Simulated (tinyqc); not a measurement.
Inside a calculation. Method: Hubbard ring of 3 sites. Computed by tinyqc, a small Python program that keeps every step. Settings: hopping = 1.28, U = 7.0, mixing = 1, iteration cap = 55. Command: `OMP_NUM_THREADS=1 python tinyqc.py 23024 23025 out.jsonl` (the two numbers bound the seeds that draw the settings). One thread of a shared host (Intel(R) Xeon(R) Processor @ 2.60GHz), about 0.2 s of CPU time with the checks. Later iterations appear only in the table of the cycle.

## Mean-field iteration 1

one-body matrix (hopping and site energies) (eV), order 1, 2, 3:
$$\begin{pmatrix}
-0.760000 & -1.280000 & -1.280000 \\
-1.280000 & 0.670000 & -1.280000 \\
-1.280000 & -1.280000 & 0.030000
\end{pmatrix}$$

U = 7.000000 eV

electrons, up and down: [2, 1]

mixing = 1

n(up) at the start (a guess, not normalised): 1 1.000000, 2 0.217000, 3 1.000000

n(down) at the start (a guess): 1 0.000000, 2 0.783000, 3 0.000000

H(up) = T + U n(down), H(down) = T + U n(up); fill the lowest levels; n(new) = n + mixing (n(out) - n); E = tr T (rho up + rho down) + U sum n_up n_down of the output.

levels, up (eV): [-2.094264, 0.963159, 6.552105]

levels, down (eV): [1.363192, 6.105452, 7.990355]

energy = -1.037860 eV

n(up) after iteration 1: 1 0.979769, 2 0.047019, 3 0.973212

n(down) after iteration 1: 1 0.096771, 2 0.827216, 3 0.076013

## Mean-field iteration 2

As before.

levels, up (eV): [-1.487113, 1.551622, 6.875491]

levels, down (eV): [0.323298, 5.801702, 7.815000]

energy = -1.064348 eV

n(up) after iteration 2: 1 0.977954, 2 0.050101, 3 0.971945

n(down) after iteration 2: 1 0.067430, 2 0.877392, 3 0.055177

## Mean-field iteration 3

As before.

levels, up (eV): [-1.644839, 1.382845, 7.201994]

levels, down (eV): [0.340856, 5.794215, 7.804929]

energy = -1.065783 eV

n(up) after iteration 3: 1 0.980386, 2 0.044566, 3 0.975048

n(down) after iteration 3: 1 0.068192, 2 0.876108, 3 0.055700

## Convergence

Each step fills the lowest levels of T + U n(other spin) and sets n(new) = n + mixing (n(out) - n); stop when output and input agree to 1e-8.

Course of the cycle:
```
iteration       E (eV)  largest |n(out) - n(in)|  mean |n_up - n_down|
1          -1.03785967                  1.70e-01              0.853465
2          -1.06434763                  5.02e-02              0.884861
3          -1.06578294                  5.54e-03              0.887695
4          -1.06584647                  2.26e-03              0.889117
5          -1.06584911                  2.31e-04              0.889236
6          -1.06584922                  9.31e-05              0.889294
7          -1.06584923                  9.46e-06              0.889299
8          -1.06584923                  3.81e-06              0.889302
9          -1.06584923                  3.88e-07              0.889302
10         -1.06584923                  1.56e-07              0.889302
11         -1.06584923                  1.59e-08              0.889302
12         -1.06584923                  6.40e-09              0.889302
```

local moments n_up - n_down: 1 0.913508, 2 -0.833953, 3 0.920445

Converged in 12 iterations. Before convergence this energy mixes input and output and is not variational, so it may rise towards its limit.

## The many-body Hamiltonian

Basis: all placements (u, d, 2, 0 on each site), up operators ordered before down ones; hops carry the sign of the same-spin electrons passed.

H (eV):
```
           2u0        u20        uud        20u        udu        u02        duu        02u
2u0   6.150000  -1.280000  -1.280000  -1.280000   0.000000   0.000000   1.280000   0.000000
u20  -1.280000   7.580000  -1.280000   0.000000  -1.280000   0.000000   0.000000   1.280000
uud  -1.280000  -1.280000  -0.060000   0.000000   0.000000  -1.280000   0.000000   0.000000
20u  -1.280000   0.000000   0.000000   5.510000  -1.280000  -1.280000  -1.280000   0.000000
udu   0.000000  -1.280000   0.000000  -1.280000  -0.060000  -1.280000   0.000000  -1.280000
u02   0.000000   0.000000  -1.280000  -1.280000  -1.280000   6.300000   0.000000   0.000000
duu   1.280000   0.000000   0.000000  -1.280000   0.000000   0.000000  -0.060000  -1.280000
02u   0.000000   1.280000   0.000000   0.000000  -1.280000   0.000000  -1.280000   8.370000
0u2   0.000000   0.000000   1.280000   0.000000   0.000000  -1.280000  -1.280000  -1.280000

           0u2
2u0   0.000000
u20   0.000000
uud   1.280000
20u   0.000000
udu   0.000000
u02  -1.280000
duu  -1.280000
02u  -1.280000
0u2   7.730000
```

## Exact diagonalisation (9 states)

Lowest levels of the sector, and the double occupancy of the lowest state.

lowest levels (eV): [-1.413987, -1.304314, -0.060000, 4.623782, 5.683033, 6.887849]

double occupancy per site = 0.058144

The mean-field solution above lies 0.3481 eV above the exact energy.

## The lowest level by Lanczos steps

From a random start vector (not printed): a_j = <q_j|H|q_j>, b_j = norm of the remainder after orthogonalising; the Ritz value is the lowest eigenvalue of the tridiagonal matrix of a and b so far.

Lanczos:
```
j  a_j (eV)  b_j (eV)  lowest Ritz value (eV)
1  3.355763  4.939612              3.35576293
2  4.112530  1.608212             -1.21993732
3  7.088273  1.818061             -1.36360927
4  2.444029  3.876295             -1.37992559
5  7.433878  2.028802             -1.39559193
6  5.319339  2.158636             -1.39801938
7  0.063128  1.877481             -1.40093675
8  4.998948  0.951269             -1.41294783
9  6.644112         0             -1.41398729
```
